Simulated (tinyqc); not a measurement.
Signal and retention of a DRAM cell: one step of the calculation.

A stored one starts at Vd and leaks: Cs dV/dt = -I(V), I = a sqrt((V + Vb)/(Vd + Vb)) + b, with a = Ig exp[-(Eg1 q/kB)(1/T - 1/T0)] (generation in a depletion layer) and b = Is exp[-(Es q/kB)(1/T - 1/T0)]. The bit line is precharged to Vd/2, and charge sharing gives the signal (V - Vd/2) Cs/(Cs + Cb).

Question. Signal and margin. The cell fails below Vc = Vd/2 + dm (Cs + Cb)/Cs.

Inputs (values chosen for the exercise): array voltage Vd = 1.1 V; cell capacitance Cs = 21 fF; bit-line capacitance Cb = 47 fF; smallest signal that the sense amplifier resolves dm = 66 mV.

Constants: q = 1.602176634e-19 C. Results are converted to the units shown.

Give: transfer ratio; signal of a fresh one; Vc; charge that may be lost; the same in electrons.

Answer.

transfer ratio = 0.30882
signal of a fresh one = 169.85 mV
Vc = 0.76371 V
charge that may be lost = 7.0620 fC
the same in electrons = 44078

Range of the model: Real arrays also hold a tail of unusually leaky cells and cells whose retention varies in time, which this model lacks.

Numbers from tinyqc (`OMP_NUM_THREADS=1 python tinyqc.py 2130128 2130129 out.jsonl`; about 0.01 s on one thread of a shared Intel Xeon 2.30GHz).
